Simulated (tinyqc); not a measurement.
What moves the results: Franz-Keldysh effect at a direct gap. A value that a table varies takes the place of the one given here.

Parabolic bands, vertical transitions, no excitons. For each hole band j: mr = me mj/(me + mj); joint density of states J_j(E) = (mr/c)^(3/2) sqrt(E - Eg)/(2 pi^2), both spins, c = hbar^2/2m0; averaged matrix element |e.p|^2 = m0 Ep/6; alpha_j(E) = 4 pi^2 alpha_f c Ep J_j/(3 nr E) in 1/angstrom (alpha_f the fine-structure constant, listed as alpha among the constants), times 1e8 for 1/cm.

In a field Fd (1 kV/cm = 1e-5 V/angstrom) the electro-optic energy of band j is th = (c (e Fd)^2/mr)^(1/3), and sqrt(E - Eg) in J_j is replaced by pi sqrt(th) [Ai'(b)^2 - b Ai(b)^2] with b = (Eg - E)/th; Ai is the Airy function.

Constants: hbar^2/2m0 = 3.80998211 eV angstrom^2; fine-structure constant alpha = 0.007297352564.

Parameters, chosen for this exercise (near those of GaAs; shifted at random, so the results belong to these values and not to a real crystal): Eg = 1.415 eV (direct gap); me = 0.0697 m0 (electron mass); mhh = 0.479 m0 (heavy-hole mass); mlh = 0.0853 m0 (light-hole mass); Ep = 24.9 eV (Kane energy); nr = 3.61 (refractive index); Fd = 180 kV/cm (uniform field); det = 15 meV (detuning below the gap).

## Spectrum around the gap

Absorption (1/cm):
```
E - Eg (eV)  alpha(0)   alpha(F)  change
-0.1469             0      3.087       3
-0.1175             0      13.34      13
-0.0881             0      52.14      52
-0.0588             0      180.7     181
-0.0294             0      549.7     550
0.0000              0       1433    1433
0.0294           4596       3131   -1465
0.0588           6370       5605    -765
0.0881           7645       8067     422
0.1175           8660       9401     741
0.1469           9501       9530      29
0.1763          10216       9834    -382
0.2350          11375  1.155e+04     173
0.2938          12281  1.232e+04      43
```

At the gap alpha(F) = 1433 1/cm; 117.5 meV below it 13.3 1/cm remain, the tail falling as exp(-(4/3) b^(3/2)). Among the energies listed the largest rise is 1433 1/cm at E - Eg = 0.0 meV and the largest fall -1465 1/cm at 29.4 meV. It changes sign between 0.0 and 29.4 meV, between 58.8 and 88.1 meV, between 146.9 and 176.3 meV and between 176.3 and 235.0 meV; th is 58.8 meV for heavy holes and 68.5 meV for light holes.

## Tail absorption against field

At E = Eg - det; the field takes the values listed. The last column is the length for 10 dB of loss.

Results:
```
Fd (kV/cm)  th heavy (meV)  b heavy  alpha (1/cm)  length (micrometre)
10                    8.56    1.753          9.46             2.43e+03
20                   13.58    1.105          65.3                  352
40                   21.56    0.696           215                  107
60                   28.25    0.531           353                 65.2
100                  39.71    0.378           577                 39.9
150                  52.03    0.288           791                 29.1
250                  73.15    0.205      1.10e+03                 20.9
400                 100.06    0.150      1.43e+03                 16.1
```

alpha grows by 1.6 decades from 10 to 60 kV/cm and by a factor 1.30 over the last step, where the field grows by 1.6: the exponent (4/3) b^(3/2) goes as 1/Fd, so the gain is steep only while b > 1 (deep in the tail the light-hole pair, with its smaller b, carries most of it), that is up to 20 kV/cm of those listed. Values below about 10 1/cm lie under the Urbach and exciton tails of a real crystal, left out here.

## What moves the tail

At E = Eg - det. Each row changes one parameter from the base and keeps the others.

Results:
```
case             th heavy (meV)  alpha (1/cm)
base                     58.760         897.3
Fd = 234 kV/cm           69.991          1061
det = 25 meV             58.760         641.1
me = 0.0802 m0           56.430          1013
mlh = 0.1109 m0          58.760         942.9
Ep = 27.4 eV             58.760         987.4
nr = 3.79                58.760         854.7
```

The largest shifts from the base row, up to three for each result and ties (the steps differ in size, so this ranks the rows, not the parameters). th heavy (meV): Fd +11.231, me -2.330; unchanged at the printed digits by det, mlh, Ep and nr. alpha (1/cm): det -256, Fd +163, me +116.

Run: tinyqc, `OMP_NUM_THREADS=1 python tinyqc.py 1682596 1682597 out.jsonl`; Intel(R) Xeon(R) Processor @ 2.30GHz, one thread, shared host; about 0.01 s of CPU time with all checks.
